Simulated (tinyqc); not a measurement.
Three voltage laws: time-dependent dielectric breakdown: cell percolation, Weibull statistics, area scaling and voltage extrapolation. Computed by tinyqc, a small Python program. Command: `OMP_NUM_THREADS=1 python tinyqc.py 3017131 3017132 out.jsonl tddb walk`. One thread of a shared host (Intel(R) Xeon(R) Processor @ 2.30GHz), about 0.01 s of CPU time with the checks.

The oxide is divided into columns of area a^2, each holding m = t_ox/a cells (m is taken as continuous). A share lambda(t) = (t/t_1)^alpha of the cells is defective, and a column whose cells are all defective breaks down.

Inputs (values chosen for the exercise, for a model gate oxide):
```
quantity                                                   value  unit
oxide thickness t_ox                                         1.7    nm
defect cell size a                                          0.93    nm
exponent alpha of defect growth                             0.68     -
time t_1 at which the occupied share would reach 1       1.9e+10     s
test area A                                                  500  um^2
product area A_u                                           3e+06  um^2
stress voltage V                                            2.71     V
use voltage V_u                                              1.1     V
local exponent n = -d ln t/d ln V at the stress voltage       38     -
activation energy E_a                                       0.65    eV
stress temperature T                                         105     C
use temperature T_u                                           85     C
allowed failure fraction F                                 1e-05     -
```

Voltage law used: power.

Constants: k_B = 8.617333262e-05 eV/K.

Method:
- Failure fraction F = 1 - (1 - lambda^m)^N with N = A/a^2 columns, which for small lambda^m is 1 - exp(-(t/t63)^beta) with beta = alpha m and t63 = t_1 N^(-1/beta); critical share lambda(t63) = N^(-1/m). 1 um^2 = 1e6 nm^2.
- All three voltage laws share the slope n at the stress voltage. Factor t(V_u)/t(V): E law exp(n (1 - V_u/V)); 1/E law exp(n (V/V_u - 1)); power law (V/V_u)^n.
- Temperatures in kelvin are T(C) + 273.15.
- Temperature factor exp[(E_a/k_B)(1/T_u - 1/T)]; area factor (A/A_u)^(1/beta); percentile factor (-ln(1 - F))^(1/beta); life = t63 x all four; 1 year = 3.15576e7 s.
- Life = t63 x voltage, temperature, area and percentile factors, the last three as above.

projected life = 10771.9 years

voltage factor = 7.58422e+14

Log10 of the life in years:
```
V_u/V  V_u (V)    E law  1/E law  power law
1.00    2.7100  -10.848  -10.848    -10.848
0.95    2.5745  -10.022   -9.979    -10.001
0.90    2.4390   -9.197   -9.014     -9.109
0.80    2.1680   -7.547   -6.722     -7.165
0.70    1.8970   -5.897   -3.775     -4.961
0.60    1.6260   -4.246    0.155     -2.417
0.50    1.3550   -2.596    5.656      0.592
0.40    1.0840   -0.946   13.907      4.274
```

What does the comparison show, and why?

At V_u/V = 0.9 the laws differ by 0.18 decades at most, and at 0.5 by 8.3. The E law is the most cautious and the 1/E law the most hopeful. Ten years are reached at V_u/V = 0.282 (E), 0.582 (1/E), 0.488 (power). Caution: t_1 is an input here; in a real oxide it changes with thickness at fixed voltage. Caution: a voltage factor of more than nine decades rests wholly on the chosen law and cannot be tested. Caution: the rows at low voltage extrapolate over many decades and cannot be tested.
